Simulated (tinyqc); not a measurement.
## Polarisation charge from two barrier thicknesses

Inverse problem. Voff = phiB - dEc - q sigma d/(eps0 eb). Find sigma, phiB - dEc and the thickness at which Voff = 0.

Constants: q = 1.602176634e-19 C, eps0 = 8.8541878128e-14 F/cm where lengths are in cm. Results are converted to the units shown.

Voff at d = 17 and 34 nm (V): -5.8520573  -12.361315
eb = 9.4334000

Solution. Voff is a straight line in d: its slope is -q sigma/(eps0 eb) and its intercept phiB - dEc.

sigma = 1.996e13 cm^-2
phiB - dEc = 0.6572 V
thickness for Voff = 0 = 1.716 nm

Program tinyqc, `OMP_NUM_THREADS=1 python tinyqc.py 2180038 2180039 out.jsonl`; Intel Xeon 2.30GHz, shared host, one thread, about 0.01 s.
